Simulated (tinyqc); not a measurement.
Floating body of a partially depleted SOI transistor: body voltage and kink: one step of the calculation.

Source at 0 V. Channel current Ic = 2 nf K Vt^2 [F(0) - F(Vd)](1 + la Vd), F(V) = ln^2(1 + exp((Vg - VT - nf V)/(2 nf Vt))), VT = VT0 - gb Vb. Saturation voltage Vs = 2 Vt sqrt(F(0)) + 3 Vt, excess Ve = (Vd - Vs + sqrt((Vd - Vs)^2 + 0.0004 V^2))/2, multiplication M1 = Ai Ve exp(-Bl/Ve). Each junction passes D(v) = J1 (exp(v/Vt) - 1) + J2 (exp(v/(2 Vt)) - 1). Bipolar current Ib = bb J1 (exp(Vb/Vt) - 1). The body settles where M1 (Ic + Ib) = D(Vb) + D(Vb - Vd) + Vb/Rb; drain current Id = (1 + M1)(Ic + Ib) - D(Vb - Vd).

Problem. New Vb. Current into the body I_in = M1 (Ic + Ib) - D(Vb - Vd), current out I_out = D(Vb) + Vb/Rb; f = ln(I_in/I_out), s = df/dVb by central differences over 1e-5 V, Vb(new) = Vb - f/s.

Values chosen for this exercise; values of the order met in partially depleted silicon-on-insulator transistors: temperature T = 398 K; threshold at zero body voltage VT0 = 0.46 V; fall of the threshold per volt of body voltage gb = 0.33; slope factor nf = 1.43; gain factor per width K = 130 uA/(V^2 um); channel-length modulation factor la = 0.09 1/V; impact-ionisation prefactor Ai = 2.25 1/V; impact-ionisation voltage Bl = 5.5 V; diffusion saturation current of each junction J1 = 4.3e-9 uA/um; recombination saturation current of each junction J2 = 6.5e-7 uA/um; gain of the lateral bipolar transistor on the diffusion current bb = 1; resistance of a weak body tie to the source (1e9 stands for no tie, and the term is then dropped) Rb = 1e9 kohm um; gate voltage Vg = 0.46 V; drain voltage Vd = 1.3 V.

Constants: q = 1.602176634e-19 C, kB = 1.380649e-23 J/K, Vt = kB T/q. Results are converted to the units shown.

Vb after iteration 1 = 0.53627622 V

Wanted: Ic; Ve; M1; I_in; I_out; f; s; Vb after iteration 2.

Solution.

Ic = 1.8701 uA/um
Ve = 1.0630 V
M1 = 0.013541
I_in = 0.025683 uA/um
I_out = 0.028173 uA/um
f = -0.092546
s = -26.153 1/V
Vb after iteration 2 = 0.53274 V

Range of the model: The multiplication law is an empirical form chosen for the exercise; self-heating and capacitive coupling to the body are left out, and the linear laws are rough once Vb passes about 0.7 V or M1 about 0.1.

Numbers from tinyqc (`OMP_NUM_THREADS=1 python tinyqc.py 2182189 2182190 out.jsonl`; about 0.2 s on one thread of a shared Intel Xeon 2.30GHz).
